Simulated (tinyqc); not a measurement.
Orbital energy against energy difference: ionisation energy by orbital energies and by energy differences in the 6-31g basis, for H4, spin multiplicity 1. Computed by the program tinyqc with PySCF. The cation is unrestricted; errors are against CCSD(T) in this basis, not against experiment.

Geometry (angstrom):
```
atom       x       y       z
H     0.0000  0.0000  0.0000
H     0.0000  0.0000  0.7330
H     0.0000  0.0000  1.6110
H     0.0000  0.0000  2.3440
```

CCSD(T) difference in the same basis = 12.7093 eV

IP-EOM-CCSD = 12.7207 eV

First vertical ionisation energy (eV):
```
method   -e(HOMO)  E(cation) - E  error of -e(HOMO)  error of the difference
HF        12.9905      12.215358             0.2812                  -0.4940
LDA        7.8601      12.671598            -4.8492                  -0.0377
PBE        7.9544      12.735035            -4.7549                   0.0257
B3LYP      9.2188      12.965646            -3.4905                   0.2563
PBE0       9.3906      12.840008            -3.3187                   0.1307
LC-wPBE   12.2193      12.938184            -0.4901                   0.2289
```

Estimate the missing row, method = CAM-B3LYP.

Computed row:
```
method     -e(HOMO)  E(cation) - E  error of -e(HOMO)  error of the difference
CAM-B3LYP   10.8304      12.922060            -1.8790                   0.2127
```

Koopmans errs by +0.28 eV and Delta-HF by -0.49 eV: relaxation, 0.78 eV, lowers the value and the missing correlation difference works against it. The PBE level is off by -4.8 eV through the wrong tail of its potential, though its energy difference is off by +0.03 eV; exact exchange deepens the level, and among the orbital energies HF comes closest; among the differences PBE does.
